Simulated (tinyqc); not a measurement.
Schottky diode by thermionic emission with image-force lowering and series resistance: one step of the calculation.

Metal on an n-type semiconductor with one parabolic valley; V > 0 is forward bias (metal positive). I = I0 [exp(Vj/(n Vt)) - 1] with Vj = V - I Rs; I0 = S A* T^2 exp(-(phi - dphi)/Vt), the lowering dphi taken at zero bias.

Task. Junction voltage. Newton step for g(Vj) = Vj + Rs I0 [exp(Vj/(n Vt)) - 1] - V = 0: Vj(new) = Vj - g/g', g' = 1 + Rs I0 exp(Vj/(n Vt))/(n Vt).

Parameters, values chosen for the exercise; band and dielectric values close to those of 4H silicon carbide: temperature T = 200 K; ideality factor n = 1.18; series resistance Rs = 16 ohm; applied bias V = 0.79 V.

Constants: q = 1.602176634e-19 C, kB = 1.380649e-23 J/K, Vt = kB T/q. Results are converted to the units shown.

I0 = 1.6142058e-24 A
Vj at the start = 0.55 V

Find: Vj after iteration 1.

Result.

Vj after iteration 1 = 0.7900 V

Range of the model: One isotropic valley is assumed; bands with several valleys have a larger Richardson constant and Nc.

Computed by the program tinyqc: `OMP_NUM_THREADS=1 python tinyqc.py 2640125 2640126 out.jsonl`, one thread of a shared Intel Xeon 2.30GHz, about 0.01 s for the whole run.
